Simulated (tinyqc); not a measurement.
Inside a calculation. Method: plane-wave Kohn-Sham cycle with exchange-only LDA in a layered model solid. Computed by tinyqc, a small Python program that keeps every step. Settings: points = 16, plane-wave index or count = 3, electrons = 2, k points = 2, area = 8.0, mixing = 0.8, iteration cap = 59. Command: `OMP_NUM_THREADS=1 python tinyqc.py 31566 31567 out.jsonl` (the two numbers bound the seeds that draw the settings). One thread of a shared host (Intel(R) Xeon(R) Processor @ 2.60GHz), about 0.02 s of CPU time with the checks. Later iterations appear only in the table of the cycle.

## Iteration 1: potential

A solid whose potential varies along x alone (atomic units):
```
parameter                      value
period a                    7.400000
cross-section of the cell   8.000000
electrons per cell                 2
grid points                       16
plane waves -n..n, n               3
k points                           2
V1 in V1 cos(2 pi x/a)     -0.260000
V2 in V2 cos(4 pi x/a)     -0.190000
```

density at the start, on the grid x_j = j a/N (e/bohr^3): [0.03378378, 0.03378378, 0.03378378, 0.03378378, 0.03378378, 0.03378378, 0.03378378, 0.03378378, 0.03378378, 0.03378378, 0.03378378, 0.03378378, 0.03378378, 0.03378378, 0.03378378, 0.03378378]

V_H(G) = 4 pi rho(G)/G^2 for G != 0 (uniform background); v_x = -(3 rho/pi)^(1/3); V = V_ext + V_H + v_x; Fourier components f(G_m) = (1/N) sum_j f(x_j) exp(-i G_m x_j).

Potentials on the grid (hartree):
```
x             V_ext       V_H        v_x          V
0.000000  -0.450000  0.000000  -0.318341  -0.768341
0.462500  -0.374559  0.000000  -0.318341  -0.692900
0.925000  -0.183848  0.000000  -0.318341  -0.502189
1.387500   0.034853  0.000000  -0.318341  -0.283489
1.850000   0.190000  0.000000  -0.318341  -0.128341
2.312500   0.233848  0.000000  -0.318341  -0.084493
2.775000   0.183848  0.000000  -0.318341  -0.134494
3.237500   0.105858  0.000000  -0.318341  -0.212483
3.700000   0.070000  0.000000  -0.318341  -0.248341
4.162500   0.105858  0.000000  -0.318341  -0.212483
4.625000   0.183848  0.000000  -0.318341  -0.134494
5.087500   0.233848  0.000000  -0.318341  -0.084493
5.550000   0.190000  0.000000  -0.318341  -0.128341
6.012500   0.034853  0.000000  -0.318341  -0.283489
6.475000  -0.183848  0.000000  -0.318341  -0.502189
6.937500  -0.374559  0.000000  -0.318341  -0.692900
```

V(G_m), m = 0, 1, 2, ... (hartree): [-0.318341, -0.130000, -0.095000, 0.000000, 0.000000, 0.000000, 0.000000]

## Iteration 1: Hamiltonian at one k

k = 0.250000 2 pi / a

H(m,m') = (k + G_m)^2/2 delta + V(G_m - G_m'), with V(-G) = V(G).

H (hartree), order -3, -2, -1, +0, +1, +2, +3:
$$\begin{pmatrix}
2.407695 & -0.130000 & -0.095000 & 0.000000 & 0.000000 & 0.000000 & 0.000000 \\
-0.130000 & 0.785591 & -0.130000 & -0.095000 & 0.000000 & 0.000000 & 0.000000 \\
-0.095000 & -0.130000 & -0.115578 & -0.130000 & -0.095000 & 0.000000 & 0.000000 \\
0.000000 & -0.095000 & -0.130000 & -0.295812 & -0.130000 & -0.095000 & 0.000000 \\
0.000000 & 0.000000 & -0.095000 & -0.130000 & 0.244889 & -0.130000 & -0.095000 \\
0.000000 & 0.000000 & 0.000000 & -0.095000 & -0.130000 & 1.506526 & -0.130000 \\
0.000000 & 0.000000 & 0.000000 & 0.000000 & -0.095000 & -0.130000 & 3.489098
\end{pmatrix}$$

## Iteration 1: levels at that k

Diagonalise the Hermitian matrix.

eigenvalues (hartree): [-0.427708, -0.058518, 0.269650, 0.801828, 1.516329, 2.420921, 3.499907]

## Iteration 1: new density

Motion across x is left out: the lowest 1 band(s) hold two electrons at each of the k points (j + 1/2)/nk - 1/2. Residual R = rho(out) - rho(in); rho(new) = rho(in) + 0.8 R. rho(out) = 2/(a A nk) sum |psi|^2 with psi = sum c exp(i G x). Harris energy E = band energy - dV sum rho (V_H/2 + v_x) + (3/4) dV sum rho v_x with rho(in), dV = a A/N, band energy = (2/nk) sum of the filled levels.

rho(out) (e/bohr^3): [0.10441892, 0.09089251, 0.06091025, 0.03319154, 0.01630394, 0.00818604, 0.00453386, 0.00286505, 0.00235527, 0.00286505, 0.00453386, 0.00818604, 0.01630394, 0.03319154, 0.06091025, 0.09089251]

density after iteration 1 (e/bohr^3): [0.09029189, 0.07947076, 0.05548495, 0.03330999, 0.01979991, 0.01330559, 0.01038384, 0.00904880, 0.00864097, 0.00904880, 0.01038384, 0.01330559, 0.01979991, 0.03330999, 0.05548495, 0.07947076]

energy per cell = -0.69624562 hartree

## Iteration 2: potential

As before.

Potentials on the grid (hartree):
```
x             V_ext        V_H        v_x          V
0.000000  -0.450000   0.707786  -0.441781  -0.183995
0.462500  -0.374559   0.634378  -0.423376  -0.163557
0.925000  -0.183848   0.441188  -0.375591  -0.118251
1.387500   0.034853   0.189141  -0.316846  -0.092853
1.850000   0.190000  -0.063678  -0.266407  -0.140085
2.312500   0.233848  -0.280492  -0.233347  -0.279991
2.775000   0.183848  -0.443039  -0.214837  -0.474029
3.237500   0.105858  -0.543027  -0.205205  -0.642373
3.700000   0.070000  -0.576728  -0.202074  -0.708803
4.162500   0.105858  -0.543027  -0.205205  -0.642373
4.625000   0.183848  -0.443039  -0.214837  -0.474029
5.087500   0.233848  -0.280492  -0.233347  -0.279991
5.550000   0.190000  -0.063678  -0.266407  -0.140085
6.012500   0.034853   0.189141  -0.316846  -0.092853
6.475000  -0.183848   0.441188  -0.375591  -0.118251
6.937500  -0.374559   0.634378  -0.423376  -0.163557
```

V(G_m), m = 0, 1, 2, ... (hartree): [-0.294692, 0.128495, -0.076569, 0.002647, 0.000724, 0.000061, -0.000009]

## Iteration 2: Hamiltonian at one k

k = 0.250000 2 pi / a

As before.

H (hartree), order -3, -2, -1, +0, +1, +2, +3:
$$\begin{pmatrix}
2.431345 & 0.128495 & -0.076569 & 0.002647 & 0.000724 & 0.000061 & -0.000009 \\
0.128495 & 0.809240 & 0.128495 & -0.076569 & 0.002647 & 0.000724 & 0.000061 \\
-0.076569 & 0.128495 & -0.091929 & 0.128495 & -0.076569 & 0.002647 & 0.000724 \\
0.002647 & -0.076569 & 0.128495 & -0.272163 & 0.128495 & -0.076569 & 0.002647 \\
0.000724 & 0.002647 & -0.076569 & 0.128495 & 0.268539 & 0.128495 & -0.076569 \\
0.000061 & 0.000724 & 0.002647 & -0.076569 & 0.128495 & 1.530175 & 0.128495 \\
-0.000009 & 0.000061 & 0.000724 & 0.002647 & -0.076569 & 0.128495 & 3.512748
\end{pmatrix}$$

## Iteration 2: levels at that k

As before.

eigenvalues (hartree): [-0.392775, -0.035207, 0.289878, 0.822251, 1.538109, 2.443218, 3.522479]

## Iteration 2: new density

As before.

rho(out) (e/bohr^3): [0.00259147, 0.00316852, 0.00507038, 0.00915396, 0.01775046, 0.03455568, 0.06079084, 0.08825697, 0.10045542, 0.08825697, 0.06079084, 0.03455568, 0.01775046, 0.00915396, 0.00507038, 0.00316852]

density after iteration 2 (e/bohr^3): [0.02013155, 0.01842897, 0.01515330, 0.01398516, 0.01816035, 0.03030567, 0.05070944, 0.07241534, 0.08209253, 0.07241534, 0.05070944, 0.03030567, 0.01816035, 0.01398516, 0.01515330, 0.01842897]

energy per cell = -0.95939917 hartree

## Convergence

Stop when sqrt(dV sum R^2) is below 1e-8, dV = a A/N.

Course of the cycle:
```
iteration  E (hartree)  norm of the residual
1          -0.69624562              2.69e-01
2          -0.95939917              4.41e-01
3          -1.45848786              4.48e-01
4          -0.99841546              4.50e-01
5          -1.47997349              4.50e-01
6          -0.99884262              4.50e-01
7          -1.48070115              4.50e-01
8          -0.99891236              4.50e-01
9          -1.48075187              4.50e-01
10         -0.99891541              4.50e-01
11         -1.48075452              4.50e-01
...                ...                   ...
49         -1.48075469              4.50e-01
50         -0.99891561              4.50e-01
51         -1.48075469              4.50e-01
52         -0.99891561              4.50e-01
53         -1.48075469              4.50e-01
54         -0.99891561              4.50e-01
55         -1.48075469              4.50e-01
56         -0.99891561              4.50e-01
57         -1.48075469              4.50e-01
58         -0.99891561              4.50e-01
59         -1.48075469              4.50e-01
```

Not converged within 59 iterations: the residual has stopped falling: the iteration swings between two states. Reruns (cap 100 unless said): mixing 0.1: not converged; mixing 0.5, Kerker q0 1.0: converged in 29 (E = -0.51526); mixing 0.3, Pulay depth 5: converged in 11 (E = -0.51526); the original settings with a cap of 400: not converged.
